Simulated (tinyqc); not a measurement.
## Long-channel MOSFET, surface-potential model: effect of the temperature

n-channel transistor on a uniformly doped p-type body, gradual-channel approximation, constant mobility, Boltzmann statistics, full ionisation. Potentials are counted from the neutral body; V is the electron quasi-Fermi potential, Vsb at the source and Vsb + Vds at the drain. Charges are magnitudes per area.

Nc and Nv are given at 300 K and scale as (T/300 K)^1.5; Eg, Vfb and mu are held fixed. ni = sqrt(Nc Nv) exp(-Eg/(2 Vt)), Eg in volts; phiF = Vt ln(Na/ni); Cox = eps0 eox/tox; gamma = sqrt(2 q eps0 eps_r Na)/Cox. The surface potential psi at channel potential V solves Vgs + Vsb - Vfb - psi = gamma sqrt(G), G = psi - Vt + Vt exp((psi - 2 phiF - V)/Vt). Charge sheet: Qi = Cox gamma [sqrt(G) - sqrt(psi - Vt)]; I = mu (W/L) [integral of Qi dpsi from psi_0 to psi_L (drift) + Vt (Qi0 - QiL) (diffusion)], with psi_0 at V = Vsb and psi_L at V = Vsb + Vds. VT = Vfb + 2 phiF + gamma sqrt(2 phiF + Vsb), m = 1 + gamma/(2 sqrt(2 phiF + Vsb)). The swing is 20 mV/log10[I(VT - 0.14 V)/I(VT - 0.16 V)] of the charge-sheet current at the given Vds.

Parameters, values chosen for the exercise; material values close to those of silicon:

| symbol | value | unit | meaning |
|---|---|---|---|
| Eg | 1.13 | eV | band gap |
| eps_r | 11.8 |  | relative permittivity of the semiconductor |
| Nc | 2.81e19 | cm^-3 | conduction-band density of states at the reference temperature |
| Nv | 2.68e19 | cm^-3 | valence-band density of states at the reference temperature |
| Na | 1.8e16 | cm^-3 | acceptor density of the body |
| eox | 21.2 |  | relative permittivity of the gate insulator |
| tox | 130 | nm | insulator thickness |
| Vfb | -0.48 | V | flat-band voltage |
| mu | 190 | cm^2/(V s) | channel mobility |
| W | 2 | um | gate width |
| L | 1 | um | gate length |
| Vsb | 0 | V | source-body reverse bias |
| Vgs | 1.92 | V | gate-source voltage |
| Vds | 0.2 | V | drain-source voltage |

Constants: q = 1.602176634e-19 C, kB = 1.380649e-23 J/K, Vt = kB T/q, eps0 = 8.8541878128e-14 F/cm where lengths are in cm. Results are converted to the units shown.

The same in every row: gamma (V^0.5) = 0.5376.

Results:

| T (K) | VT (V) | m | swing (mV/decade) | I at Vgs, Vds (uA) |
|---|---|---|---|---|
| 220 | 0.8911 | 1.288 | 58.06 | 8.413 |
| 280 | 0.7765 | 1.304 | 75.61 | 9.275 |
| 310 | 0.7169 | 1.313 | 84.90 | 9.726 |
| 340 | 0.6559 | 1.324 | 94.65 | 10.19 |
| 370 | 0.5935 | 1.335 | 105.0 | 10.66 |

Estimate the missing row, T = 250 K.

Computed row:

| T (K) | VT (V) | m | swing (mV/decade) | I at Vgs, Vds (uA) |
|---|---|---|---|---|
| 250 | 0.8346 | 1.296 | 66.69 | 8.837 |

With this row back in the table: As T goes from 220 to 370 K, VT falls from 0.891 to 0.594 V, the swing rises from 58.1 to 105 mV a decade and the current rises from 8.41 to 10.7 uA. The swing is 3.2 % above m Vt ln 10 in the first row and 7.1 % above it in the last. At T = 220 K the surface electron density at the source passes 0.3 Nc, where degeneracy and quantisation, left out here, matter. In every row the mobility is held fixed, though a real channel mobility changes with T and would alter the trend of the current.

Computed by the program tinyqc: `OMP_NUM_THREADS=1 python tinyqc.py 2360066 2360067 out.jsonl`, one thread of a shared Intel Xeon 2.30GHz, about 0.05 s for the whole run.
